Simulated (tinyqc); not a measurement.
Coupled-perturbed Hartree-Fock on RHF in the sto-3g basis, for H2, spin multiplicity 1, step by step. The polarisability along this axis is zero because the basis has no function that the field can mix in; the real value is not. One step of it, computed by the program tinyqc.

Problem. Iteration 1: diagonalisation and new density. Diagonalise F' = X^T F X, C = X C', fill 1 alpha and 1 beta electrons from the bottom; D = 2 C_occ C_occ^T. Each column has its largest component positive (the first on a tie).

Fock matrix F (hartree):
```
           1H 1s      2H 1s
1H 1s  -0.283072  -0.516996
2H 1s  -0.516996  -0.283072
```

X:
```
               1         2
1H 1s   1.057424  0.567444
2H 1s  -1.057424  0.567444
```

Give: F' = X^T F X; orbital energies; coefficients C; D after iteration 1.

Solution.

F' = X^T F X (hartree):
```
       1       2
1  0.523   0.000
2  0.000  -0.515
```

orbital energies (hartree): MO1 -0.515, MO2 0.523

coefficients C:
```
         MO1     MO2
1H 1s  0.567   1.057
2H 1s  0.567  -1.057
```

D after iteration 1:
```
       1H 1s  2H 1s
1H 1s  0.644  0.644
2H 1s  0.644  0.644
```
